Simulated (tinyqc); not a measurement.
Ways to converge the cycle: SCF convergence aids in the 6-31g basis, for HeH+, spin multiplicity 1. Computed by the program tinyqc with PySCF. Command: `OMP_NUM_THREADS=1 python tinyqc.py 110568 110569 out.jsonl`; one thread of a shared host (Intel(R) Xeon(R) Processor @ 2.60GHz), about 0.3 s.

Geometry (angstrom):
```
atom       x       y       z
He    0.0000  0.0000  0.0000
H     0.0000  0.0000  1.2900
```

lowest restricted solution found by these runs and by PySCF = -2.874213 hartree

RHF with one setting changed at a time; a run stops when the energy changes by less than 1e-09 hartree and the error matrix is below 1e-5. The start is the core Hamiltonian. Damping d keeps d of the old density; a shift (hartree) raises the virtual levels; DIIS n extrapolates F over n matrices.

Largest element of the error matrix X^T (FDS - SDF) X:
```
iteration    plain  damping 0.3  damping 0.6  shift 0.4   DIIS 3   DIIS 8
1          6.5e-01      6.5e-01      6.5e-01    6.5e-01  6.5e-01  6.5e-01
2          4.2e-02      2.3e-01      4.1e-01    1.4e-01  4.2e-02  4.2e-02
3          5.0e-03      7.7e-02      2.6e-01    2.5e-02  4.0e-03  4.0e-03
4          1.4e-03      2.5e-02      1.6e-01    1.1e-02  2.5e-04  2.5e-04
5          3.9e-04      8.1e-03      1.0e-01    5.3e-03  3.9e-06  3.8e-06
6          1.1e-04      2.4e-03      6.2e-02    2.6e-03  4.6e-07  2.9e-07
8          9.2e-06      4.6e-04      2.4e-02    6.3e-04        -        -
10               -      1.1e-04      8.9e-03    1.5e-04        -        -
14               -      6.5e-06      1.2e-03    9.1e-06        -        -
20               -            -      9.5e-05          -        -        -
30               -            -      2.9e-06          -        -        -
```

How each run ends:
```
run          iterations  E (hartree)         state
plain                 9    -2.874213  lowest found
damping 0.3          18    -2.874213  lowest found
damping 0.6          38    -2.874213  lowest found
shift 0.4            14    -2.874213  lowest found
DIIS 3                6    -2.874213  lowest found
DIIS 8                6    -2.874213  lowest found
```

6 of 6 runs reach the lowest restricted solution found, in 6 to 38 iterations (fastest: DIIS 3, DIIS 8). Plain steps already contract here, so damping only slows them. DIIS 3 and DIIS 8 gain by cancelling the error over several earlier matrices, much as a quasi-Newton step does.
